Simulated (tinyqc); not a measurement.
# Thin film between two gates, subbands and threshold shift from confinement: charge and subband filling against gate voltage

Undoped body with a flat potential across it, hard walls, transport along x. One isotropic valley (g = 1, mx = my = mz = me). Non-parabolicity enters the subband edges through E (1 + al E) = gamma, so E = 2 gamma/(1 + sqrt(1 + 4 al gamma)); motion within a subband is taken as parabolic with the band-edge mass. Energies are counted from the bulk band edge.

gamma = C (pi k/(t + dl))^2/mz, C = hbar^2/(2 m0). Each subband has N_k = g sqrt(mx my) m0 kB T/(pi hbar^2). With degeneracy n = sum N_k F((EF - E_k)/Vt), F(x) = ln(1 + exp(x)); gate: Vg = EF + q n/(Cg P), P = 2 (both faces), summed over the 60 lowest subbands at most, with Vg counted from the value that would put EF at the bulk band edge of an empty body. Cq = q dn/dEF.

Inputs (values chosen for the exercise); masses close to those of InAs: temperature T = 300 K; mass at the band edge me = 0.0229 m0; non-parabolicity al = 2.6 1/eV; film thickness (along z) t = 10.1 nm; widening of the box by penetration into the insulator dl = 0.3 nm; gate capacitance per area of interface Cg = 2.1 uF/cm^2.

Constants: q = 1.602176634e-19 C, kB = 1.380649e-23 J/K, hbar = 1.054571817e-34 J s, m0 = 9.1093837015e-31 kg, Vt = kB T/q, hbar^2/(2 m0) = 0.0380998212 eV nm^2. Results are converted to the units shown.

Charge and subband filling against gate voltage:

| Vg (V) | EF - E_1 (eV) | n (cm^-2) | n/P (cm^-2) | share of the lowest subband (%) | Cq/(Cg P) | total C/(Cg P) |
|---|---|---|---|---|---|---|
| -0.03 | -0.1466 | 8.524e8 | 4.262e8 | 99.97 | 0.001256 | 0.001254 |
| 0.1 | -0.02009 | 9.358e10 | 4.679e10 | 99.97 | 0.1150 | 0.1031 |
| 0.22 | 0.07542 | 7.357e11 | 3.679e11 | 99.83 | 0.3481 | 0.2582 |
| 0.34 | 0.1627 | 1.592e12 | 7.962e11 | 97.79 | 0.4126 | 0.2921 |
| 0.47 | 0.2477 | 2.772e12 | 1.386e12 | 85.48 | 0.6583 | 0.3970 |
| 0.59 | 0.3182 | 4.072e12 | 2.036e12 | 74.75 | 0.7272 | 0.4210 |
| 0.72 | 0.3927 | 5.526e12 | 2.763e12 | 67.97 | 0.7780 | 0.4376 |
| 0.84 | 0.4571 | 6.983e12 | 3.492e12 | 62.62 | 0.9668 | 0.4916 |
| 0.97 | 0.5209 | 8.719e12 | 4.359e12 | 57.15 | 1.080 | 0.5191 |

Read the table: what changes, and by how much?

EF passes E_1 = 0.117 eV at Vg = 0.123 V. The share of the lowest subband falls from 100 to 57.2 % and the total capacitance rises from 0.00125 to 0.519 of Cg P. In the last row 49 % of an added gate voltage goes into raising EF (from the last two rows). For Vg = 0.47, 0.59, 0.72, 0.84, 0.97 the charge would bend the potential across the body noticeably, which is left out.

Range of the model: Non-parabolicity also makes carriers heavier within each subband, which is left out, so densities of states are understated at high energy.

tinyqc, about 0.02 s, one thread, Intel Xeon 2.30GHz (shared host): `OMP_NUM_THREADS=1 python tinyqc.py 2350078 2350079 out.jsonl`
